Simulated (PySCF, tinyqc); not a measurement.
Worked calculation: RHF in the 6-31g basis, for H3+, spin multiplicity 1. The lowest restricted solution is unstable here: a spin-polarised one lies 0.0002 hartree lower (PySCF). Computed by tinyqc, a small Python program that keeps every step (integrals from PySCF). Settings: charge = 1, multiplicity = 1, basis = 6-31g, energy threshold = 1e-09, iteration cap = 58, orthogonalisation = canonical, start = atomic densities, DIIS depth = 8, DIIS from iteration = 2, method = RHF. Command: `OMP_NUM_THREADS=1 python tinyqc.py 31073 31074 out.jsonl` (the two numbers bound the seeds that draw the settings). One thread of a shared host (Intel(R) Xeon(R) Processor @ 2.60GHz), about 0.05 s of CPU time with the checks. Later iterations appear only in the table of the cycle.

## One-electron integrals

Geometry (angstrom):
```
atom         x         y          z
H     0.000000  0.000000   0.000000
H     0.000000  0.000000   1.072000
H     0.000000  0.000000  -1.072000
```

Basis 6-31g: exponents (1/bohr^2) and contraction coefficients of normalised primitives:
```
element  l (shell)   exponent  coefficient
H            s (1)  18.731137     0.033495
H            s (1)   2.825394     0.234727
H            s (1)   0.640122     0.813757
H            s (2)   0.161278     1.000000
```

Overlap, kinetic and nuclear-attraction integrals over the contracted functions; the nuclear repulsion is the sum of Za Zb / Rab.

nuclear repulsion = 1.23408864 hartree

overlap S, order 1H 1s, 1H 2s, 2H 1s, 2H 2s, 3H 1s, 3H 2s:
$$\begin{pmatrix}
1.000000 & 0.658292 & 0.209823 & 0.383903 & 0.209823 & 0.383903 \\
0.658292 & 1.000000 & 0.383903 & 0.718258 & 0.383903 & 0.718258 \\
0.209823 & 0.383903 & 1.000000 & 0.658292 & 0.003512 & 0.076534 \\
0.383903 & 0.718258 & 0.658292 & 1.000000 & 0.076534 & 0.266147 \\
0.209823 & 0.383903 & 0.003512 & 0.076534 & 1.000000 & 0.658292 \\
0.383903 & 0.718258 & 0.076534 & 0.266147 & 0.658292 & 1.000000
\end{pmatrix}$$

kinetic energy T (hartree), order 1H 1s, 1H 2s, 2H 1s, 2H 2s, 3H 1s, 3H 2s:
$$\begin{pmatrix}
1.395678 & 0.259735 & -0.002518 & 0.096728 & -0.002518 & 0.096728 \\
0.259735 & 0.241917 & 0.096728 & 0.135424 & 0.096728 & 0.135424 \\
-0.002518 & 0.096728 & 1.395678 & 0.259735 & -0.008689 & -0.013022 \\
0.096728 & 0.135424 & 0.259735 & 0.241917 & -0.013022 & 0.007567 \\
-0.002518 & 0.096728 & -0.008689 & -0.013022 & 1.395678 & 0.259735 \\
0.096728 & 0.135424 & -0.013022 & 0.007567 & 0.259735 & 0.241917
\end{pmatrix}$$

nuclear attraction V (hartree), order 1H 1s, 1H 2s, 2H 1s, 2H 2s, 3H 1s, 3H 2s:
$$\begin{pmatrix}
-2.639724 & -1.386266 & -0.463381 & -0.797814 & -0.463381 & -0.797814 \\
-1.386266 & -1.525724 & -0.742576 & -1.061285 & -0.742576 & -1.061285 \\
-0.463381 & -0.742576 & -2.393295 & -1.226767 & -0.007952 & -0.149777 \\
-0.797814 & -1.061285 & -1.226767 & -1.329825 & -0.149777 & -0.406067 \\
-0.463381 & -0.742576 & -0.007952 & -0.149777 & -2.393295 & -1.226767 \\
-0.797814 & -1.061285 & -0.149777 & -0.406067 & -1.226767 & -1.329825
\end{pmatrix}$$

core Hamiltonian H = T + V (hartree), order 1H 1s, 1H 2s, 2H 1s, 2H 2s, 3H 1s, 3H 2s:
$$\begin{pmatrix}
-1.244046 & -1.126531 & -0.465899 & -0.701087 & -0.465899 & -0.701087 \\
-1.126531 & -1.283807 & -0.645848 & -0.925861 & -0.645848 & -0.925861 \\
-0.465899 & -0.645848 & -0.997617 & -0.967032 & -0.016641 & -0.162799 \\
-0.701087 & -0.925861 & -0.967032 & -1.087908 & -0.162799 & -0.398500 \\
-0.465899 & -0.645848 & -0.016641 & -0.162799 & -0.997617 & -0.967032 \\
-0.701087 & -0.925861 & -0.162799 & -0.398500 & -0.967032 & -1.087908
\end{pmatrix}$$

## Two-electron integrals

Functions are numbered as in S; the eight-fold symmetry (ij|kl) = (ji|kl) = (kl|ij) leaves the list below.

Two-electron integrals (ij|kl) in chemists' order, unique and non-zero (hartree):
```
(11|11) 1.076566   (21|11) 0.578470   (21|21) 0.329423   (22|11) 0.587396
(22|21) 0.361304   (22|22) 0.453150   (31|11) 0.165203   (31|21) 0.096956
(31|22) 0.110922   (31|31) 0.040695   (32|11) 0.213580   (32|21) 0.133879
(32|22) 0.172498   (32|31) 0.061810   (32|32) 0.110946   (33|11) 0.487786
(33|21) 0.314434   (33|22) 0.426300   (33|31) 0.165203   (33|32) 0.327073
(33|33) 1.076566   (41|11) 0.327073   (41|21) 0.187591   (41|22) 0.208081
(41|31) 0.061810   (41|32) 0.087962   (41|33) 0.213580   (41|41) 0.110946
(42|11) 0.385746   (42|21) 0.239878   (42|22) 0.308384   (42|31) 0.086691
(42|32) 0.146203   (42|33) 0.385746   (42|41) 0.146203   (42|42) 0.233778
(43|11) 0.314434   (43|21) 0.201203   (43|22) 0.271635   (43|31) 0.096956
(43|32) 0.187591   (43|33) 0.578470   (43|41) 0.133879   (43|42) 0.239878
(43|43) 0.329423   (44|11) 0.426300   (44|21) 0.271635   (44|22) 0.370262
(44|31) 0.110922   (44|32) 0.208081   (44|33) 0.587396   (44|41) 0.172498
(44|42) 0.308384   (44|43) 0.361304   (44|44) 0.453150   (51|11) 0.165203
(51|21) 0.096956   (51|22) 0.110922   (51|31) 0.021904   (51|32) 0.030309
(51|33) 0.069522   (51|41) 0.049965   (51|42) 0.063903   (51|43) 0.045672
(51|44) 0.067382   (51|51) 0.040695   (52|11) 0.213580   (52|21) 0.133879
(52|22) 0.172498   (52|31) 0.030309   (52|32) 0.044611   (52|33) 0.104507
(52|41) 0.068514   (52|42) 0.096462   (52|43) 0.068748   (52|44) 0.103229
(52|51) 0.061810   (52|52) 0.110946   (53|11) 0.003405   (53|21) 0.001900
(53|22) 0.002009   (53|31) 0.000553   (53|32) 0.000740   (53|33) 0.001714
(53|41) 0.001079   (53|42) 0.001326   (53|43) 0.001099   (53|44) 0.001481
(53|51) 0.000553   (53|52) 0.000740   (53|53) 0.000011   (54|11) 0.049493
(54|21) 0.030231   (54|22) 0.037042   (54|31) 0.006994   (54|32) 0.010046
(54|33) 0.023337   (54|41) 0.015666   (54|42) 0.021266   (54|43) 0.015328
(54|44) 0.022738   (54|51) 0.012908   (54|52) 0.021415   (54|53) 0.000169
(54|54) 0.004311   (55|11) 0.487786   (55|21) 0.314434   (55|22) 0.426300
(55|31) 0.069522   (55|32) 0.104507   (55|33) 0.246817   (55|41) 0.158294
(55|42) 0.230291   (55|43) 0.162472   (55|44) 0.246077   (55|51) 0.165203
(55|52) 0.327073   (55|53) 0.001714   (55|54) 0.059595   (55|55) 1.076566
(61|11) 0.327073   (61|21) 0.187591   (61|22) 0.208081   (61|31) 0.049965
(61|32) 0.068514   (61|33) 0.158294   (61|41) 0.103106   (61|42) 0.131148
(61|43) 0.102696   (61|44) 0.144152   (61|51) 0.061810   (61|52) 0.087962
(61|53) 0.001079   (61|54) 0.019394   (61|55) 0.213580   (61|61) 0.110946
(62|11) 0.385746   (62|21) 0.239878   (62|22) 0.308384   (62|31) 0.063903
(62|32) 0.096462   (62|33) 0.230291   (62|41) 0.131148   (62|42) 0.191016
(62|43) 0.149818   (62|44) 0.216425   (62|51) 0.086691   (62|52) 0.146203
(62|53) 0.001326   (62|54) 0.029806   (62|55) 0.385746   (62|61) 0.146203
(62|62) 0.233778   (63|11) 0.049493   (63|21) 0.030231   (63|22) 0.037042
(63|31) 0.012908   (63|32) 0.021415   (63|33) 0.059595   (63|41) 0.019394
(63|42) 0.029806   (63|43) 0.034871   (63|44) 0.039953   (63|51) 0.006994
(63|52) 0.010046   (63|53) 0.000169   (63|54) 0.002283   (63|55) 0.023337
(63|61) 0.015666   (63|62) 0.021266   (63|63) 0.004311   (64|11) 0.156334
(64|21) 0.096160   (64|22) 0.120605   (64|31) 0.029522   (64|32) 0.045910
(64|33) 0.113458   (64|41) 0.055380   (64|42) 0.082076   (64|43) 0.072295
(64|44) 0.098544   (64|51) 0.029522   (64|52) 0.045910   (64|53) 0.000535
(64|54) 0.009859   (64|55) 0.113458   (64|61) 0.055380   (64|62) 0.082076
(64|63) 0.009859   (64|64) 0.032099   (65|11) 0.314434   (65|21) 0.201203
(65|22) 0.271635   (65|31) 0.045672   (65|32) 0.068748   (65|33) 0.162472
(65|41) 0.102696   (65|42) 0.149818   (65|43) 0.106934   (65|44) 0.161577
(65|51) 0.096956   (65|52) 0.187591   (65|53) 0.001099   (65|54) 0.034871
(65|55) 0.578470   (65|61) 0.133879   (65|62) 0.239878   (65|63) 0.015328
(65|64) 0.072295   (65|65) 0.329423   (66|11) 0.426300   (66|21) 0.271635
(66|22) 0.370262   (66|31) 0.067382   (66|32) 0.103229   (66|33) 0.246077
(66|41) 0.144152   (66|42) 0.216425   (66|43) 0.161577   (66|44) 0.241539
(66|51) 0.110922   (66|52) 0.208081   (66|53) 0.001481   (66|54) 0.039953
(66|55) 0.587396   (66|61) 0.172498   (66|62) 0.308384   (66|63) 0.022738
(66|64) 0.098544   (66|65) 0.361304   (66|66) 0.453150
```

## Orthogonalisation

S = U s U^T; canonical form X = U s^(-1/2), so that X^T S X = 1. Each column of U has its largest component positive (the first on a tie).

eigenvalues of S: [0.070084, 0.268776, 0.415034, 0.744012, 1.461565, 3.040528]

X, order 1H 1s, 1H 2s, 2H 1s, 2H 2s, 3H 1s, 3H 2s:
$$\begin{pmatrix}
-0.799058 & 0.000000 & 0.754800 & 0.867821 & 0.000000 & 0.228298 \\
2.847398 & 0.000000 & -0.528315 & 0.168531 & 0.000000 & 0.311384 \\
0.295786 & -0.851667 & 0.718022 & -0.506599 & 0.456850 & 0.171040 \\
-1.635161 & 1.065338 & -0.514533 & -0.156943 & 0.365222 & 0.246273 \\
0.295786 & 0.851667 & 0.718022 & -0.506599 & -0.456850 & 0.171040 \\
-1.635161 & -1.065338 & -0.514533 & -0.156943 & -0.365222 & 0.246273
\end{pmatrix}$$

## Starting guess

The start is atomic minimal-basis densities projected into this basis (PySCF's MINAO start) and scaled to the electron count of each spin; this density is not idempotent, so its energy is not variational and may lie below the converged one.

D at the start, order 1H 1s, 1H 2s, 2H 1s, 2H 2s, 3H 1s, 3H 2s:
$$\begin{pmatrix}
0.184294 & 0.190217 & -0.004359 & 0.007881 & -0.004359 & 0.007881 \\
0.190217 & 0.196382 & -0.006644 & 0.005600 & -0.006644 & 0.005600 \\
-0.004359 & -0.006644 & 0.180669 & 0.201192 & -0.005099 & 0.005556 \\
0.007881 & 0.005600 & 0.201192 & 0.225664 & 0.005556 & 0.019638 \\
-0.004359 & -0.006644 & -0.005099 & 0.005556 & 0.180669 & 0.201192 \\
0.007881 & 0.005600 & 0.005556 & 0.019638 & 0.201192 & 0.225664
\end{pmatrix}$$

## Iteration 1: building the Fock matrix

J_ij = sum D_kl (ij|kl), K_ij = sum D_kl (ik|jl); F = H + J - 0.5 K; E = tr D H + tr D J / 2 - 0.25 tr D K + E_nn.

Coulomb J (hartree), order 1H 1s, 1H 2s, 2H 1s, 2H 2s, 3H 1s, 3H 2s:
$$\begin{pmatrix}
1.173132 & 0.711489 & 0.232204 & 0.412324 & 0.232204 & 0.412324 \\
0.711489 & 0.886936 & 0.380000 & 0.617816 & 0.380000 & 0.617816 \\
0.232204 & 0.380000 & 1.028898 & 0.622111 & 0.003976 & 0.078218 \\
0.412324 & 0.617816 & 0.622111 & 0.782094 & 0.078218 & 0.236055 \\
0.232204 & 0.380000 & 0.003976 & 0.078218 & 1.028898 & 0.622111 \\
0.412324 & 0.617816 & 0.078218 & 0.236055 & 0.622111 & 0.782094
\end{pmatrix}$$

exchange K (hartree), order 1H 1s, 1H 2s, 2H 1s, 2H 2s, 3H 1s, 3H 2s:
$$\begin{pmatrix}
0.611680 & 0.524962 & 0.247648 & 0.356936 & 0.247648 & 0.356936 \\
0.524962 & 0.567155 & 0.339322 & 0.423673 & 0.339322 & 0.423673 \\
0.247648 & 0.339322 & 0.555751 & 0.449620 & 0.044094 & 0.123902 \\
0.356936 & 0.423673 & 0.449620 & 0.449087 & 0.123902 & 0.218409 \\
0.247648 & 0.339322 & 0.044094 & 0.123902 & 0.555751 & 0.449620 \\
0.356936 & 0.423673 & 0.123902 & 0.218409 & 0.449620 & 0.449087
\end{pmatrix}$$

Fock matrix F (hartree), order 1H 1s, 1H 2s, 2H 1s, 2H 2s, 3H 1s, 3H 2s:
$$\begin{pmatrix}
-0.376754 & -0.677523 & -0.357519 & -0.467231 & -0.357519 & -0.467231 \\
-0.677523 & -0.680449 & -0.435509 & -0.519881 & -0.435509 & -0.519881 \\
-0.357519 & -0.435509 & -0.246595 & -0.569731 & -0.034713 & -0.146532 \\
-0.467231 & -0.519881 & -0.569731 & -0.530357 & -0.146532 & -0.271648 \\
-0.357519 & -0.435509 & -0.034713 & -0.146532 & -0.246595 & -0.569731 \\
-0.467231 & -0.519881 & -0.146532 & -0.271648 & -0.569731 & -0.530357
\end{pmatrix}$$

total energy of this density = -0.68903673 hartree

This density is the starting one; it is not idempotent, so its energy is not variational and may lie below the converged one.

## Iteration 1: diagonalisation and new density

Diagonalise F' = X^T F X, C = X C', fill 1 alpha and 1 beta electrons from the bottom; D = 2 C_occ C_occ^T. Each column has its largest component positive (the first on a tie).

F' = X^T F X (hartree):
$$\begin{pmatrix}
0.484466 & 0.000000 & -0.060244 & -0.395663 & 0.000000 & -0.014639 \\
0.000000 & 0.641284 & 0.000000 & 0.000000 & -0.185111 & 0.000000 \\
-0.060244 & 0.000000 & 0.525877 & -0.077358 & 0.000000 & -0.111211 \\
-0.395663 & 0.000000 & -0.077358 & 0.174055 & 0.000000 & -0.061297 \\
0.000000 & -0.185111 & 0.000000 & 0.000000 & -0.439907 & 0.000000 \\
-0.014639 & 0.000000 & -0.111211 & -0.061297 & 0.000000 & -0.829535
\end{pmatrix}$$

orbital energies (hartree): MO1 -0.844876, MO2 -0.470722, MO3 -0.103206, MO4 0.548071, MO5 0.672098, MO6 0.754873

coefficients C, order 1H 1s, 1H 2s, 2H 1s, 2H 2s, 3H 1s, 3H 2s:
$$\begin{pmatrix}
0.331466 & 0.000000 & 0.338194 & 0.646461 & 0.000000 & -1.171023 \\
0.388145 & 0.000000 & 1.623625 & -0.708748 & 0.000000 & 2.285392 \\
0.202321 & 0.310800 & -0.166229 & 0.751678 & -0.915125 & 0.505329 \\
0.122939 & 0.535199 & -1.134897 & -0.422292 & 0.990906 & -1.241911 \\
0.202321 & -0.310800 & -0.166229 & 0.751678 & 0.915125 & 0.505329 \\
0.122939 & -0.535199 & -1.134897 & -0.422292 & -0.990906 & -1.241911
\end{pmatrix}$$

D after iteration 1, order 1H 1s, 1H 2s, 2H 1s, 2H 2s, 3H 1s, 3H 2s:
$$\begin{pmatrix}
0.219740 & 0.257314 & 0.134125 & 0.081500 & 0.134125 & 0.081500 \\
0.257314 & 0.301312 & 0.157060 & 0.095436 & 0.157060 & 0.095436 \\
0.134125 & 0.157060 & 0.081868 & 0.049746 & 0.081868 & 0.049746 \\
0.081500 & 0.095436 & 0.049746 & 0.030228 & 0.049746 & 0.030228 \\
0.134125 & 0.157060 & 0.081868 & 0.049746 & 0.081868 & 0.049746 \\
0.081500 & 0.095436 & 0.049746 & 0.030228 & 0.049746 & 0.030228
\end{pmatrix}$$

## Iteration 2: building the Fock matrix

As before.

Coulomb J (hartree), order 1H 1s, 1H 2s, 2H 1s, 2H 2s, 3H 1s, 3H 2s:
$$\begin{pmatrix}
1.376010 & 0.814443 & 0.254964 & 0.468639 & 0.254964 & 0.468639 \\
0.814443 & 0.966217 & 0.389477 & 0.659374 & 0.389477 & 0.659374 \\
0.254964 & 0.389477 & 0.996831 & 0.615634 & 0.004607 & 0.083237 \\
0.468639 & 0.659374 & 0.615634 & 0.796129 & 0.083237 & 0.257156 \\
0.254964 & 0.389477 & 0.004607 & 0.083237 & 0.996831 & 0.615634 \\
0.468639 & 0.659374 & 0.083237 & 0.257156 & 0.615634 & 0.796129
\end{pmatrix}$$

exchange K (hartree), order 1H 1s, 1H 2s, 2H 1s, 2H 2s, 3H 1s, 3H 2s:
$$\begin{pmatrix}
1.006733 & 0.873446 & 0.424975 & 0.593528 & 0.424975 & 0.593528 \\
0.873446 & 0.870423 & 0.460382 & 0.614364 & 0.460382 & 0.614364 \\
0.424975 & 0.460382 & 0.443642 & 0.429007 & 0.152664 & 0.254349 \\
0.593528 & 0.614364 & 0.429007 & 0.500718 & 0.254349 & 0.383482 \\
0.424975 & 0.460382 & 0.152664 & 0.254349 & 0.443642 & 0.429007 \\
0.593528 & 0.614364 & 0.254349 & 0.383482 & 0.429007 & 0.500718
\end{pmatrix}$$

Fock matrix F (hartree), order 1H 1s, 1H 2s, 2H 1s, 2H 2s, 3H 1s, 3H 2s:
$$\begin{pmatrix}
-0.371403 & -0.748811 & -0.423423 & -0.529211 & -0.423423 & -0.529211 \\
-0.748811 & -0.752802 & -0.486562 & -0.573669 & -0.486562 & -0.573669 \\
-0.423423 & -0.486562 & -0.222607 & -0.565901 & -0.088366 & -0.206736 \\
-0.529211 & -0.573669 & -0.565901 & -0.542139 & -0.206736 & -0.333085 \\
-0.423423 & -0.486562 & -0.088366 & -0.206736 & -0.222607 & -0.565901 \\
-0.529211 & -0.573669 & -0.206736 & -0.333085 & -0.565901 & -0.542139
\end{pmatrix}$$

total energy of this density = -1.18297303 hartree

## Iteration 2: diagonalisation and new density

As before.

F' = X^T F X (hartree):
$$\begin{pmatrix}
0.506117 & 0.000000 & -0.104101 & -0.424417 & 0.000000 & -0.029094 \\
0.000000 & 0.634232 & 0.000000 & 0.000000 & -0.184393 & 0.000000 \\
-0.104101 & 0.000000 & 0.551935 & -0.051691 & 0.000000 & -0.134763 \\
-0.424417 & 0.000000 & -0.051691 & 0.291202 & 0.000000 & -0.070562 \\
0.000000 & -0.184393 & 0.000000 & 0.000000 & -0.351515 & 0.000000 \\
-0.029094 & 0.000000 & -0.134763 & -0.070562 & 0.000000 & -0.918131
\end{pmatrix}$$

orbital energies (hartree): MO1 -0.938184, MO2 -0.384878, MO3 -0.047106, MO4 0.569864, MO5 0.667596, MO6 0.846550

coefficients C, order 1H 1s, 1H 2s, 2H 1s, 2H 2s, 3H 1s, 3H 2s:
$$\begin{pmatrix}
0.326563 & 0.000000 & 0.266312 & 0.461926 & 0.000000 & -1.273778 \\
0.413018 & 0.000000 & 1.761926 & -0.425579 & 0.000000 & 2.248571 \\
0.213481 & 0.297916 & -0.119563 & 0.817584 & -0.919400 & 0.400786 \\
0.101041 & 0.549064 & -1.224929 & -0.564419 & 0.983291 & -1.092955 \\
0.213481 & -0.297916 & -0.119563 & 0.817584 & 0.919400 & 0.400786 \\
0.101041 & -0.549064 & -1.224929 & -0.564419 & -0.983291 & -1.092955
\end{pmatrix}$$

D after iteration 2, order 1H 1s, 1H 2s, 2H 1s, 2H 2s, 3H 1s, 3H 2s:
$$\begin{pmatrix}
0.213286 & 0.269753 & 0.139430 & 0.065992 & 0.139430 & 0.065992 \\
0.269753 & 0.341168 & 0.176343 & 0.083463 & 0.176343 & 0.083463 \\
0.139430 & 0.176343 & 0.091148 & 0.043141 & 0.091148 & 0.043141 \\
0.065992 & 0.083463 & 0.043141 & 0.020418 & 0.043141 & 0.020418 \\
0.139430 & 0.176343 & 0.091148 & 0.043141 & 0.091148 & 0.043141 \\
0.065992 & 0.083463 & 0.043141 & 0.020418 & 0.043141 & 0.020418
\end{pmatrix}$$

## Iteration 6 (converged): orbitals

converged F (hartree), order 1H 1s, 1H 2s, 2H 1s, 2H 2s, 3H 1s, 3H 2s:
$$\begin{pmatrix}
-0.368882 & -0.747105 & -0.424386 & -0.527598 & -0.424386 & -0.527598 \\
-0.747105 & -0.750744 & -0.487124 & -0.571432 & -0.487124 & -0.571432 \\
-0.424386 & -0.487124 & -0.221393 & -0.564860 & -0.089607 & -0.207203 \\
-0.527598 & -0.571432 & -0.564860 & -0.538912 & -0.207203 & -0.331574 \\
-0.424386 & -0.487124 & -0.089607 & -0.207203 & -0.221393 & -0.564860 \\
-0.527598 & -0.571432 & -0.207203 & -0.331574 & -0.564860 & -0.538912
\end{pmatrix}$$

As before.

F' = X^T F X (hartree):
$$\begin{pmatrix}
0.506665 & 0.000000 & -0.104684 & -0.424970 & 0.000000 & -0.032598 \\
0.000000 & 0.636216 & 0.000000 & 0.000000 & -0.184438 & 0.000000 \\
-0.104684 & 0.000000 & 0.552910 & -0.052575 & 0.000000 & -0.137370 \\
-0.424970 & 0.000000 & -0.052575 & 0.294831 & 0.000000 & -0.069341 \\
0.000000 & -0.184438 & 0.000000 & 0.000000 & -0.349026 & 0.000000 \\
-0.032598 & 0.000000 & -0.137370 & -0.069341 & 0.000000 & -0.916109
\end{pmatrix}$$

orbital energies (hartree): MO1 -0.936856, MO2 -0.382421, MO3 -0.045202, MO4 0.571830, MO5 0.669611, MO6 0.848525

coefficients C, order 1H 1s, 1H 2s, 2H 1s, 2H 2s, 3H 1s, 3H 2s:
$$\begin{pmatrix}
0.325829 & 0.000000 & 0.264910 & 0.463886 & 0.000000 & -1.273546 \\
0.419314 & 0.000000 & 1.763137 & -0.434585 & 0.000000 & 2.244730 \\
0.215652 & 0.297802 & -0.118215 & 0.816359 & -0.919437 & 0.402517 \\
0.095677 & 0.549186 & -1.227289 & -0.560088 & 0.983223 & -1.093018 \\
0.215652 & -0.297802 & -0.118215 & 0.816359 & 0.919437 & 0.402517 \\
0.095677 & -0.549186 & -1.227289 & -0.560088 & -0.983223 & -1.093018
\end{pmatrix}$$

D after iteration 6, order 1H 1s, 1H 2s, 2H 1s, 2H 2s, 3H 1s, 3H 2s:
$$\begin{pmatrix}
0.212329 & 0.273249 & 0.140531 & 0.062349 & 0.140531 & 0.062349 \\
0.273249 & 0.351649 & 0.180852 & 0.080238 & 0.180852 & 0.080238 \\
0.140531 & 0.180852 & 0.093012 & 0.041266 & 0.093012 & 0.041266 \\
0.062349 & 0.080238 & 0.041266 & 0.018308 & 0.041266 & 0.018308 \\
0.140531 & 0.180852 & 0.093012 & 0.041266 & 0.093012 & 0.041266 \\
0.062349 & 0.080238 & 0.041266 & 0.018308 & 0.041266 & 0.018308
\end{pmatrix}$$

## Convergence

Stop when the energy changes by less than 1e-09 hartree and every element of the error matrix X^T (F D S - S D F) X is below 9e-06.

Course of the cycle:
```
iteration  E (hartree)     change  largest element of the error matrix
1          -0.68903673          -                             7.89e-02
2          -1.18297303  -4.94e-01                             3.18e-02
3          -1.18371816  -7.45e-04                             5.79e-03
4          -1.18374257  -2.44e-05                             1.60e-04
5          -1.18374261  -3.53e-08                             1.48e-05
6          -1.18374261  -1.84e-10                             6.12e-07
```

PySCF RHF in the same basis = -1.18374261 hartree

Converged in 6 iterations.

## Populations, bond orders and dipole

Mulliken: Z minus the diagonal of D S on the atom; Loewdin: the same with S^(1/2) D S^(1/2); Mayer order: 2 sum_s sum (D(s) S)_ij (D(s) S)_ji over the two atoms.

Charges (e):
```
atom   Mulliken    Loewdin
1H    -0.284701  -0.096040
2H     0.642350   0.548020
3H     0.642350   0.548020
```

Mayer bond orders:
```
pair     order
2-1   0.459473
3-1   0.459473
3-2   0.127913
```

dipole moment about the origin, x y z (debye): [0.000000, 0.000000, 0.000000]
